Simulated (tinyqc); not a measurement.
Inside a calculation. Method: CCSD on RHF in the sto-3g basis, frozen core, for BeH+, spin multiplicity 1. Computed by tinyqc, a small Python program that keeps every step (integrals from PySCF). Settings: charge = 1, multiplicity = 1, basis = sto-3g, method = RHF, frozen orbitals = 1, energy threshold = 1e-10, iteration cap = 54, orthogonalisation = canonical, start = core, DIIS depth = 6, amplitude equations = CCSD, DIIS depth for amplitudes = 4, cap on updates = 76. Command: `OMP_NUM_THREADS=1 python tinyqc.py 22534 22535 out.jsonl` (the two numbers bound the seeds that draw the settings). One thread of a shared host (Intel(R) Xeon(R) Processor @ 2.60GHz), about 0.3 s of CPU time with the checks. The early iterations of the SCF are left out here.

## One-electron integrals

Geometry (angstrom):
```
atom       x       y       z
Be    0.0000  0.0000  0.0000
H     0.0000  0.0000  1.4890
```

Basis sto-3g: exponents (1/bohr^2) and contraction coefficients of normalised primitives:
```
element  l (shell)  exponent  coefficient
Be           s (1)   30.1679       0.1543
Be           s (1)    5.4951       0.5353
Be           s (1)    1.4872       0.4446
Be           s (2)    1.3148      -0.1000
Be           s (2)    0.3055       0.3995
Be           s (2)    0.0994       0.7001
Be           p (3)    1.3148       0.1559
Be           p (3)    0.3055       0.6077
Be           p (3)    0.0994       0.3920
H            s (1)    3.4253       0.1543
H            s (1)    0.6239       0.5353
H            s (1)    0.1689       0.4446
```

Overlap, kinetic and nuclear-attraction integrals over the contracted functions; the nuclear repulsion is the sum of Za Zb / Rab.

nuclear repulsion = 1.421564 hartree

overlap S, lower triangle:
```
         1Be 1s  1Be 2s  1Be 2px  1Be 2py  1Be 2pz   2H 1s
1Be 1s   1.0000
1Be 2s   0.2595  1.0000
1Be 2px  0.0000  0.0000   1.0000
1Be 2py  0.0000  0.0000   0.0000   1.0000
1Be 2pz  0.0000  0.0000   0.0000   0.0000   1.0000
2H 1s    0.0501  0.4012   0.0000   0.0000   0.4806  1.0000
```

kinetic energy T (hartree), lower triangle:
```
          1Be 1s  1Be 2s  1Be 2px  1Be 2py  1Be 2pz   2H 1s
1Be 1s    6.6940
1Be 2s   -0.0330  0.2111
1Be 2px   0.0000  0.0000   0.6606
1Be 2py   0.0000  0.0000   0.0000   0.6606
1Be 2pz   0.0000  0.0000   0.0000   0.0000   0.6606
2H 1s    -0.0135  0.0481   0.0000   0.0000   0.1470  0.7600
```

nuclear attraction V (hartree), lower triangle:
```
           1Be 1s   1Be 2s  1Be 2px  1Be 2py  1Be 2pz    2H 1s
1Be 1s   -14.9165
1Be 2s    -1.9915  -2.6535
1Be 2px    0.0000   0.0000  -2.6018
1Be 2py    0.0000   0.0000   0.0000  -2.6018
1Be 2pz   -0.0146  -0.1309   0.0000   0.0000  -2.7016
2H 1s     -0.3841  -1.0374   0.0000   0.0000  -1.2234  -2.6421
```

core Hamiltonian H = T + V (hartree), lower triangle:
```
          1Be 1s   1Be 2s  1Be 2px  1Be 2py  1Be 2pz    2H 1s
1Be 1s   -8.2225
1Be 2s   -2.0245  -2.4424
1Be 2px   0.0000   0.0000  -1.9412
1Be 2py   0.0000   0.0000   0.0000  -1.9412
1Be 2pz  -0.0146  -0.1309   0.0000   0.0000  -2.0410
2H 1s    -0.3977  -0.9893   0.0000   0.0000  -1.0764  -1.8821
```

## Two-electron integrals

Functions are numbered as in S; the eight-fold symmetry (ij|kl) = (ji|kl) = (kl|ij) leaves the list below.

Two-electron integrals (ij|kl) in chemists' order, unique and non-zero (hartree):
```
(11|11) 2.2988   (21|11) 0.3920   (21|21) 0.0795   (22|11) 0.5710
(22|21) 0.1430   (22|22) 0.4177   (31|31) 0.0146   (32|31) 0.0219
(32|32) 0.0923   (33|11) 0.5696   (33|21) 0.1431   (33|22) 0.4176
(33|33) 0.4499   (41|41) 0.0146   (42|41) 0.0219   (42|42) 0.0923
(43|43) 0.0242   (44|11) 0.5696   (44|21) 0.1431   (44|22) 0.4176
(44|33) 0.4014   (44|44) 0.4499   (51|51) 0.0146   (52|51) 0.0219
(52|52) 0.0923   (53|53) 0.0242   (54|54) 0.0242   (55|11) 0.5696
(55|21) 0.1431   (55|22) 0.4176   (55|33) 0.4014   (55|44) 0.4014
(55|55) 0.4499   (61|11) 0.0747   (61|21) 0.0151   (61|22) 0.0275
(61|33) 0.0273   (61|44) 0.0273   (61|51) 0.0013   (61|52) 0.0025
(61|55) 0.0279   (61|61) 0.0030   (62|11) 0.1861   (62|21) 0.0473
(62|22) 0.1512   (62|33) 0.1454   (62|44) 0.1454   (62|51) 0.0062
(62|52) 0.0384   (62|55) 0.1627   (62|61) 0.0100   (62|62) 0.0824
(63|31) 0.0043   (63|32) 0.0202   (63|53) 0.0066   (63|63) 0.0074
(64|41) 0.0043   (64|42) 0.0202   (64|54) 0.0066   (64|64) 0.0074
(65|11) 0.2016   (65|21) 0.0519   (65|22) 0.1737   (65|33) 0.1634
(65|44) 0.1634   (65|51) 0.0100   (65|52) 0.0597   (65|55) 0.1941
(65|61) 0.0114   (65|62) 0.1076   (65|65) 0.1447   (66|11) 0.3536
(66|21) 0.0915   (66|22) 0.3280   (66|33) 0.3044   (66|44) 0.3044
(66|51) 0.0138   (66|52) 0.1115   (66|55) 0.3751   (66|61) 0.0198
(66|62) 0.2284   (66|65) 0.3160   (66|66) 0.7746
```

## Orthogonalisation

S = U s U^T; canonical form X = U s^(-1/2), so that X^T S X = 1. Each column of U has its largest component positive (the first on a tie).

eigenvalues of S: 0.3619  0.7946  1.0000  1.0000  1.1785  1.6650

X:
```
               1        2       3        4        5       6
1Be 1s    0.2422   0.7906  0.0000   0.0000   0.5979  0.1909
1Be 2s   -0.8157  -0.5847  0.0000   0.0000   0.4474  0.3887
1Be 2px   0.0000   0.0000  1.0000  -0.0005   0.0000  0.0000
1Be 2py   0.0000   0.0000  0.0005   1.0000   0.0000  0.0000
1Be 2pz  -0.8591   0.4964  0.0000   0.0000  -0.5055  0.3764
2H 1s     1.1408  -0.2121  0.0000   0.0000  -0.1878  0.5209
```

Within a degenerate level the vectors are fixed only up to a rotation; this is one choice.

## Iteration 8 (converged): orbitals

converged F (hartree), lower triangle:
```
          1Be 1s   1Be 2s  1Be 2px  1Be 2py  1Be 2pz    2H 1s
1Be 1s   -5.0099
1Be 2s   -1.4081  -0.8651
1Be 2px   0.0000   0.0000  -0.1376
1Be 2py   0.0000   0.0000   0.0000  -0.1376
1Be 2pz   0.0174  -0.1316   0.0000   0.0000  -0.3007
2H 1s    -0.2761  -0.5005   0.0000   0.0000  -0.4150  -0.5051
```

Diagonalise F' = X^T F X, C = X C', fill 2 alpha and 2 beta electrons from the bottom; D = 2 C_occ C_occ^T. Each column has its largest component positive (the first on a tie).

F' = X^T F X (hartree), lower triangle:
```
         1        2        3        4        5        6
1   0.2083
2  -0.3348  -2.0766
3   0.0000   0.0000  -0.1376
4   0.0000   0.0000   0.0000  -0.1376
5  -0.2484  -2.0997   0.0000   0.0000  -2.6962
6  -0.0873  -0.8081   0.0000   0.0000  -1.0751  -1.1584
```

orbital energies (hartree): MO1 -5.0127, MO2 -0.7090, MO3 -0.2601, MO4 -0.1376, MO5 -0.1376, MO6 0.2590

coefficients C:
```
             MO1      MO2      MO3     MO4      MO5      MO6
1Be 1s    0.9929  -0.1921  -0.2010  0.0000   0.0000   0.1205
1Be 2s    0.0265   0.5820   0.7566  0.0000   0.0000  -0.6684
1Be 2px   0.0000   0.0000   0.0000  0.1558   0.9878   0.0000
1Be 2py   0.0000   0.0000   0.0000  0.9878  -0.1558   0.0000
1Be 2pz  -0.0019   0.2855  -0.6251  0.0000   0.0000  -0.9537
2H 1s    -0.0025   0.4941  -0.2677  0.0000   0.0000   1.1563
```

D after iteration 8, lower triangle:
```
          1Be 1s  1Be 2s  1Be 2px  1Be 2py  1Be 2pz   2H 1s
1Be 1s    2.0457
1Be 2s   -0.1710  0.6788
1Be 2px   0.0000  0.0000   0.0000
1Be 2py   0.0000  0.0000   0.0000   0.0000
1Be 2pz  -0.1134  0.3323   0.0000   0.0000   0.1631
2H 1s    -0.1949  0.5749   0.0000   0.0000   0.2822  0.4882
```

Within a degenerate level the vectors are fixed only up to a rotation; this is one choice.

## Convergence

Stop when the energy changes by less than 1e-10 hartree and every element of the error matrix X^T (F D S - S D F) X is below 3e-06.

Course of the cycle:
```
iteration  E (hartree)     change  largest element of the error matrix
1           -14.490957          -                             3.98e-01
2           -14.650583  -1.60e-01                             6.55e-02
3           -14.655361  -4.78e-03                             1.19e-02
4           -14.655966  -6.05e-04                             3.61e-03
5           -14.656022  -5.62e-05                             8.45e-05
6           -14.656022  -2.42e-08                             2.30e-05
7           -14.656023  -2.08e-09                             9.38e-08
8           -14.656023  -2.49e-14                             3.90e-09
```

PySCF RHF in the same basis = -14.656023 hartree

Converged in 8 iterations.

## Integrals over molecular orbitals

(pq|rs) = sum C_ip C_jq C_kr C_ls (ij|kl), one index at a time.

one-electron integrals over orbitals h = C^T H C (hartree), lower triangle:
```
         1        2        3        4        5        6
1  -8.2129
2   0.1647  -2.1429
3   0.2018  -0.0121  -1.9290
4   0.0000   0.0000   0.0000  -1.9412
5   0.0000   0.0000   0.0000   0.0000  -1.9412
6  -0.0737   0.1908  -0.0523   0.0000   0.0000  -1.6284
```

Two-electron integrals over orbitals (pq|rs), unique and non-zero (hartree); the lowest 1 orbital is frozen and left out:
```
(22|22) 0.5092    (32|22) -0.0676   (32|32) 0.0408    (33|22) 0.3205
(33|32) 0.0313    (33|33) 0.4587    (42|42) 0.0434    (43|42) 0.0318
(43|43) 0.0512    (44|22) 0.3621    (44|32) 0.0239    (44|33) 0.3959
(44|44) 0.4499    (52|52) 0.0434    (53|52) 0.0318    (53|53) 0.0512
(54|54) 0.0242    (55|22) 0.3621    (55|32) 0.0239    (55|33) 0.3959
(55|44) 0.4014    (55|55) 0.4499    (62|22) 0.0476    (62|32) -0.0485
(62|33) -0.0249   (62|44) -0.0603   (62|55) -0.0603   (62|62) 0.1216
(63|22) -0.0561   (63|32) 0.0352    (63|33) 0.0567    (63|44) 0.0220
(63|55) 0.0220    (63|62) -0.0507   (63|63) 0.0525    (64|42) -0.0289
(64|43) -0.0129   (64|64) 0.0253    (65|52) -0.0289   (65|53) -0.0129
(65|65) 0.0253    (66|22) 0.5092    (66|32) -0.0679   (66|33) 0.3487
(66|44) 0.3661    (66|55) 0.3661    (66|62) 0.0779    (66|63) -0.0576
(66|66) 0.5483
```

## CCSD: starting amplitudes

t_ij^ab = <ij||ab> / (e_i + e_j - e_a - e_b), whose energy is MP2.

Starting amplitudes (spin orbitals 1a, 1b, ...; amplitudes related by a flip of all spins are not repeated):
```
from      to        t
2a 2b  6a 6b  -0.0628
2a 2b  3a 3b  -0.0454
2a 2b  4a 4b  -0.0379
2a 2b  5a 5b  -0.0379
2a 2b  3a 6b   0.0342
```

correlation energy = -0.016105 hartree

## CCSD: amplitude update 1

t_i^a D_i^a and t_ij^ab D_ij^ab are set to the remaining terms of the spin-orbital equations, evaluated with the old amplitudes; for the doubles these are <ij||ab> + 1/2 <ab||ef> t_ij^ef + 1/2 <mn||ij> t_mn^ab + P(ij)P(ab) <mb||ej> t_im^ae + terms in t^2 + terms with t1, D the orbital-energy denominators.

Amplitudes after update 1 (spin orbitals 1a, 1b, ...; amplitudes related by a flip of all spins are not repeated):
```
from      to        t
2a 2b  6a 6b  -0.0842
2a 2b  3a 3b  -0.0575
2a 2b  3a 6b   0.0515
2a 2b  4a 4b  -0.0458
2a 2b  5a 5b  -0.0458
2a        3a   0.0111
2a        6a   0.0032
```

correlation energy = -0.021541 hartree

## CCSD: convergence

E_corr = 1/4 sum <ij||ab> t_ij^ab + 1/2 sum <ij||ab> t_i^a t_j^b; stop when the norm of the change is below 1e-8.

Course of the amplitude iterations:
```
update  correlation energy (hartree)  norm of the change
0                          -0.016105                   -
1                          -0.021541            7.44e-02
2                          -0.023584            3.36e-02
3                          -0.025202            1.88e-02
4                          -0.025330            6.84e-03
5                          -0.025347            1.17e-03
6                          -0.025345            1.38e-04
7                          -0.025344            1.42e-05
8                          -0.025344            3.18e-06
9                          -0.025344            1.42e-06
10                         -0.025345            1.45e-07
11                         -0.025345            1.03e-08
12                         -0.025345            1.98e-09
```

Converged amplitudes (spin orbitals 1a, 1b, ...; amplitudes related by a flip of all spins are not repeated):
```
from      to        t
2a 2b  6a 6b  -0.0918
2a 2b  3a 3b  -0.0838
2a 2b  3a 6b   0.0695
2a 2b  4a 4b  -0.0468
2a 2b  5a 5b  -0.0468
2a        3a   0.0405
2a        6a   0.0113
```

CCSD total energy = -14.681367 hartree

T1 diagnostic, norm of the one-spin t1 over sqrt(correlated electrons) = 0.0297

Converged in 12 updates, with DIIS from the third.
